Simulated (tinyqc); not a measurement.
Worked calculation: UHF in the sto-3g basis, for BeH, spin multiplicity 2. This run ends on a higher stationary point, not on the lowest solution. One step of it, computed by the program tinyqc.

Question. Iteration 12 (converged): orbitals. Diagonalise F' = X^T F X, C = X C', fill 3 alpha and 2 beta electrons from the bottom; D(s) = C_occ C_occ^T. Each column has its largest component positive (the first on a tie).

converged F(alpha) (hartree):
```
,1Be 1s,1Be 2s,1Be 2px,1Be 2py,1Be 2pz,2H 1s
1Be 1s,-4.488497,-1.288472,0.000000,0.000000,0.013807,-0.251265
1Be 2s,-1.288472,-0.623151,0.000000,0.000000,-0.099062,-0.357502
1Be 2px,0.000000,0.000000,-0.163575,-0.037711,0.000000,0.000000
1Be 2py,0.000000,0.000000,-0.037711,0.205916,0.000000,0.000000
1Be 2pz,0.013807,-0.099062,0.000000,0.000000,0.120167,-0.172003
2H 1s,-0.251265,-0.357502,0.000000,0.000000,-0.172003,-0.052230
```

converged F(beta) (hartree):
```
,1Be 1s,1Be 2s,1Be 2px,1Be 2py,1Be 2pz,2H 1s
1Be 1s,-4.451830,-1.273886,0.000000,0.000000,0.012700,-0.251880
1Be 2s,-1.273886,-0.373348,0.000000,0.000000,-0.124966,-0.349186
1Be 2px,0.000000,0.000000,0.322748,0.004850,0.000000,0.000000
1Be 2py,0.000000,0.000000,0.004850,0.275229,0.000000,0.000000
1Be 2pz,0.012700,-0.124966,0.000000,0.000000,0.078898,-0.314095
2H 1s,-0.251880,-0.349186,0.000000,0.000000,-0.314095,-0.358403
```

X:
```
,1Be 1s,1Be 2s,1Be 2px,1Be 2py,1Be 2pz,2H 1s
1Be 1s,1.027694,-0.144760,0.000000,0.000000,-0.010731,0.023161
1Be 2s,-0.144760,1.117341,0.000000,0.000000,0.106051,-0.279075
1Be 2px,0.000000,0.000000,1.000000,0.000000,0.000000,0.000000
1Be 2py,0.000000,0.000000,0.000000,1.000000,0.000000,0.000000
1Be 2pz,-0.010731,0.106051,0.000000,0.000000,1.123920,-0.327369
2H 1s,0.023161,-0.279075,0.000000,0.000000,-0.327369,1.211332
```

Give: F' = X^T F X; orbital energies; coefficients C; F' = X^T F X; orbital energies; coefficients C; D(alpha) after iteration 12; D(beta) after iteration 12.

Answer.

F' = X^T F X (alpha) (hartree):
```
,1,2,3,4,5,6
1,-4.3803,-0.6853,0.0000,0.0000,0.0095,-0.0132
2,-0.6853,-0.2690,0.0000,0.0000,0.0248,-0.3265
3,0.0000,0.0000,-0.1636,-0.0377,0.0000,0.0000
4,0.0000,0.0000,-0.0377,0.2059,0.0000,0.0000
5,0.0095,0.0248,0.0000,0.0000,0.2673,-0.3021
6,-0.0132,-0.3265,0.0000,0.0000,-0.3021,0.2477
```

orbital energies (alpha) (hartree): MO1 -4.4925, MO2 -0.3633, MO3 -0.1674, MO4 0.0826, MO5 0.2097, MO6 0.6388

coefficients C (alpha):
```
,MO1,MO2,MO3,MO4,MO5,MO6
1Be 1s,0.9912,-0.2474,0.0000,0.1500,0.0000,0.1081
1Be 2s,0.0332,0.7882,0.0000,-0.5955,0.0000,-0.6177
1Be 2px,0.0000,0.0000,0.9949,0.0000,-0.1005,0.0000
1Be 2py,0.0000,0.0000,0.1005,0.0000,0.9949,0.0000
1Be 2pz,-0.0002,0.1667,0.0000,0.6597,0.0000,-0.9585
2H 1s,-0.0049,0.3498,0.0000,0.4057,0.0000,1.1687
```

F' = X^T F X (beta) (hartree):
```
,1,2,3,4,5,6
1,-4.3410,-0.7115,0.0000,0.0000,0.0090,-0.0155
2,-0.7115,0.0117,0.0000,0.0000,0.0347,-0.3077
3,0.0000,0.0000,0.3227,0.0048,0.0000,0.0000
4,0.0000,0.0000,0.0048,0.2752,0.0000,0.0000
5,0.0090,0.0347,0.0000,0.0000,0.2830,-0.3706
6,-0.0155,-0.3077,0.0000,0.0000,-0.3706,-0.0844
```

orbital energies (beta) (hartree): MO1 -4.4553, MO2 -0.4249, MO3 0.1511, MO4 0.2747, MO5 0.3232, MO6 0.5984

coefficients C (beta):
```
,MO1,MO2,MO3,MO4,MO5,MO6
1Be 1s,0.9921,-0.1250,-0.2432,0.0000,0.0000,0.1371
1Be 2s,0.0297,0.2897,0.8867,0.0000,0.0000,-0.6982
1Be 2px,0.0000,0.0000,0.0000,-0.1005,0.9949,0.0000
1Be 2py,0.0000,0.0000,0.0000,0.9949,0.1005,0.0000
1Be 2pz,-0.0007,0.2349,-0.5151,0.0000,0.0000,-1.0302
2H 1s,-0.0031,0.7330,-0.1984,0.0000,0.0000,1.0374
```

D(alpha) after iteration 12:
```
,1Be 1s,1Be 2s,1Be 2px,1Be 2py,1Be 2pz,2H 1s
1Be 1s,1.0436,-0.1621,0.0000,0.0000,-0.0414,-0.0914
1Be 2s,-0.1621,0.6223,0.0000,0.0000,0.1314,0.2756
1Be 2px,0.0000,0.0000,0.9899,0.1000,0.0000,0.0000
1Be 2py,0.0000,0.0000,0.1000,0.0101,0.0000,0.0000
1Be 2pz,-0.0414,0.1314,0.0000,0.0000,0.0278,0.0583
2H 1s,-0.0914,0.2756,0.0000,0.0000,0.0583,0.1224
```

D(beta) after iteration 12:
```
,1Be 1s,1Be 2s,1Be 2px,1Be 2py,1Be 2pz,2H 1s
1Be 1s,0.9998,-0.0068,0.0000,0.0000,-0.0300,-0.0947
1Be 2s,-0.0068,0.0848,0.0000,0.0000,0.0680,0.2123
1Be 2px,0.0000,0.0000,0.0000,0.0000,0.0000,0.0000
1Be 2py,0.0000,0.0000,0.0000,0.0000,0.0000,0.0000
1Be 2pz,-0.0300,0.0680,0.0000,0.0000,0.0552,0.1722
2H 1s,-0.0947,0.2123,0.0000,0.0000,0.1722,0.5373
```
